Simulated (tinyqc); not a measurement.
A barrier in a uniform field, exact transmission by Airy functions: two steps of the calculation.

The left lead has its band edge at 0, the barrier edge falls as U(x) = U0 - F x with F = V/d for 0 < x < d, and the right lead has its edge at -V. No transverse momentum; C = hbar^2/(2 m0); psi and psi'/m are continuous. M carries (psi, psi'/m) across the barrier.

Values chosen for this exercise; U0 - E and the mass are of the order of those of silicon dioxide on silicon; the mass of the right lead is set freely: mass in the left lead mL = 0.69 m0; barrier edge at x = 0 U0 = 3.34 eV; mass in the barrier m1 = 0.52 m0; electron energy E = 0.24 eV; barrier width d = 0.8 nm; voltage across the barrier V = 1.7 V; mass in the right lead mR = 1.1 m0.

Constants: q = 1.602176634e-19 C, hbar = 1.054571817e-34 J s, m0 = 9.1093837015e-31 kg, hbar^2/(2 m0) = 0.0380998212 eV nm^2. Results are converted to the units shown.

Task 1. Scaled variables. Energy scale e = (C F^2/m1)^(1/3), z(x) = (U(x) - E)/e, s = (dz/dx)/m1 = -F/(e m1); v = k/m in a lead. vL = sqrt(mL E/C)/mL, vR = sqrt(mR (E + V)/C)/mR.

Wanted: F; e; z1; z2; s; vL; vR.

Result 1.

F = 2.125 V/nm
e = 0.6916 eV
z1 = 4.482
z2 = 2.024
s = -5.908 1/nm
vL = 3.021 1/nm
vR = 6.804 1/nm

Both z are positive: the whole barrier is forbidden.

Task 2. Transmission, exact and WKB. With M acting on (psi, psi'/m) and v = k/m in each lead, T(E) = 4 vL vR/[(vL vR M12 - M21)^2 + (vR M11 + vL M22)^2]. WKB: exp(-S), S = (4/(3 F)) sqrt(m1/C) [max(U0 - E, 0)^1.5 - max(U0 - F d - E, 0)^1.5].

M (M12 in nm, M21 in 1/nm):

|  | 1 | 2 |
|---|---|---|
| 1 | 47.719709 | 3.9253626 |
| 2 | 430.59637 | 35.441266 |

vL = 3.0214792 1/nm
vR = 6.8036671 1/nm

Find: T(E); S; exp(-S); ratio T(E)/exp(-S).

Result 2.

T(E) = 2.662e-4
S = 8.812
exp(-S) = 1.489e-4
ratio T(E)/exp(-S) = 1.788

Range of the model: Masses are held fixed, although real bands cease to be parabolic a few tenths of an eV from their edges.

Program tinyqc, `OMP_NUM_THREADS=1 python tinyqc.py 2580035 2580036 out.jsonl`; Intel Xeon 2.30GHz, shared host, one thread, about 0.01 s.
